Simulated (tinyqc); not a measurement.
## Contact resistivity and sheet resistance from two contact lengths

Problem. Rc = [sqrt(rc Rsh)/Wc] coth(Lc/(2 LT)), LT = sqrt(rc/Rsh), Wc = 22 nm; the second contact is twice as long as the first. Find LT, rc and Rsh.

Rc for Lc = 28 and 56 nm (ohm): 1035.81147  649.022908

Solution. With t = tanh(Lc/(2 LT)) for the shorter contact, the resistance of the longer over that of the shorter is (1 + t^2)/2. Then sqrt(rc Rsh) = Rc t Wc, and rc and Rsh follow by multiplying and dividing by LT.

LT = 25.29 nm
rc = 2.900e-9 ohm cm^2
Rsh = 453.3 ohm

Numbers from tinyqc (`OMP_NUM_THREADS=1 python tinyqc.py 2170029 2170030 out.jsonl`; about 0.05 s on one thread of a shared Intel Xeon 2.30GHz).
